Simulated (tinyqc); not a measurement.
Dopants and charged point defects at anneal temperature: Fermi-level effect, clustering and pairing. Inputs raised by 10 %, one at a time. Computed by tinyqc, a small Python program. Command: `OMP_NUM_THREADS=1 python tinyqc.py 3009316 3009317 out.jsonl pairing sens`. One thread of a shared host (Intel(R) Xeon(R) Processor @ 2.30GHz), about 0.03 s of CPU time with the checks.

Boltzmann statistics and full ionisation of active dopants. Energies are counted from the valence band; the defect (a vacancy or self-interstitial) has five charge states, with all degeneracy factors one.

Inputs (values chosen for the exercise, with bands modelled on germanium):
```
quantity,value,unit
gap at 0 K E_g0,0.751,eV
Varshni alpha,0.000461,eV/K
Varshni beta,229,K
electron mass m_e,0.216,m_0
valleys M_c,4,-
hole mass m_h,0.328,m_0
anneal temperature T,860,K
total dopant density N,1.4e+20,cm^-3
formation enthalpy of the neutral defect H_f,3.07,eV
formation entropy S_f,8.8,k_B
site density N_s,3e+22,cm^-3
intrinsic dopant diffusivity D_i,3.7e-15,cm^2/s
anneal time t,3000,s
dopant atoms per cluster k,2,-
cluster binding energy E_b,1.14,eV
```

Dopant: acceptor. Second part: clustering of the dopant.

defect levels as fractions of E_g(T): (2+/+), (+/0), (0/-), (-/2-): [0.13, 0.31, 0.43, 0.71]

Constants: m_0 = 9.1093837015e-31 kg; k_B = 1.380649e-23 J/K; h = 6.62607015e-34 J s; k_B = 8.617333262e-05 eV/K.

Method:
- E_g = E_g0 - alpha T^2/(T + beta).
- N_c = 2 M_c (2 pi m_e k_B T/h^2)^(3/2) and N_v = 2 (2 pi m_h k_B T/h^2)^(3/2), masses in units of m_0.
- n_i = sqrt(N_c N_v) exp(-E_g/2 k_B T); E_i = E_g/2 + (k_B T/2) ln(N_v/N_c).
- p = A/2 + sqrt(A^2/4 + n_i^2) for an active density A.
- k ionised dopants and k carriers form one neutral cluster: C = N_s (A/N_s)^k (p/N_b)^k exp(E_b/k_B T), N_b the effective density of states of the majority band, and N = A + k C (60 bisections in ln A between ln N - 90 and ln N).
- chi = n/n_i (for acceptors n_i/p); E_F = E_i + k_B T ln chi; field enhancement h = 1 + A/sqrt(A^2 + 4 n_i^2).
- C_0 = N_s exp(S_f/k_B) exp(-H_f/k_B T). Ratios to the neutral state at E_F = E_i: r_+ = exp((E(+/0) - E_i)/k_B T), r_2+ = r_+ exp((E(2+/+) - E_i)/k_B T), r_- = exp((E_i - E(0/-))/k_B T), r_2- = r_- exp((E_i - E(-/2-))/k_B T); at other E_F state q scales as chi^(-q). The enhancement is sum r_q chi^(-q)/sum r_q. The charge on the defects is left out of neutrality.
- If every charge state of the defect carries the dopant equally well, D = D_i x enhancement x h x (active share A/N, a rough stand-in that overstates the dA/dN which immobile clusters call for), D_i being an input held fixed when T or H_f is moved; diffusion length 2 sqrt(D t).

Runs:
```
input moved,from,to,active density A (cm^-3),enhancement over intrinsic,D/D_i,diffusion length (nm)
base run,-,-,3.525e+18,1.103,0.04752,14.52
total dopant density N (cm^-3),1.4e+20,1.54e+20,3.626e+18,1.115,0.04517,14.16
cluster binding energy E_b (eV),1.14,1.254,2.202e+18,0.986,0.02378,10.27
formation enthalpy of the neutral defect H_f (eV),3.07,3.377,3.525e+18,1.103,0.04752,14.52
gap at 0 K E_g0 (eV),0.751,0.8261,3.730e+18,1.264,0.06304,16.73
intrinsic dopant diffusivity D_i (cm^2/s),3.7e-15,4.07e-15,3.525e+18,1.103,0.04752,15.23
anneal time t (s),3000,3300,3.525e+18,1.103,0.04752,15.23
```

Exponents ln(y'/y) / ln(x'/x):
```
input,active density A,enhancement over intrinsic,D/D_i,diffusion length
total dopant density N,0.296,0.111,-0.532,-0.266
cluster binding energy E_b,-4.939,-1.179,-7.264,-3.632
formation enthalpy of the neutral defect H_f,0.000,0.000,0.000,0.000
gap at 0 K E_g0,0.593,1.433,2.966,1.483
intrinsic dopant diffusivity D_i,0.000,0.000,0.000,0.500
anneal time t,0.000,0.000,0.000,0.500
```

Among the inputs moved here: active density A answers most in size to cluster binding energy E_b (exponent -4.939), next to gap at 0 K E_g0 (+0.593); its exponent is below 0.0005 for formation enthalpy of the neutral defect H_f, intrinsic dopant diffusivity D_i, anneal time t. Enhancement over intrinsic answers most in size to gap at 0 K E_g0 (exponent +1.433), next to cluster binding energy E_b (-1.179); its exponent is below 0.0005 for formation enthalpy of the neutral defect H_f, intrinsic dopant diffusivity D_i, anneal time t. D/D_i answers most in size to cluster binding energy E_b (exponent -7.264), next to gap at 0 K E_g0 (+2.966); its exponent is below 0.0005 for formation enthalpy of the neutral defect H_f, intrinsic dopant diffusivity D_i, anneal time t. Diffusion length answers most in size to cluster binding energy E_b (exponent -3.632), next to gap at 0 K E_g0 (+1.483); its exponent is below 0.0005 for formation enthalpy of the neutral defect H_f. Its exponent +0.500 in intrinsic dopant diffusivity D_i: diffusion, sqrt(D t). Its exponent +0.500 in anneal time t: diffusion, sqrt(D t).
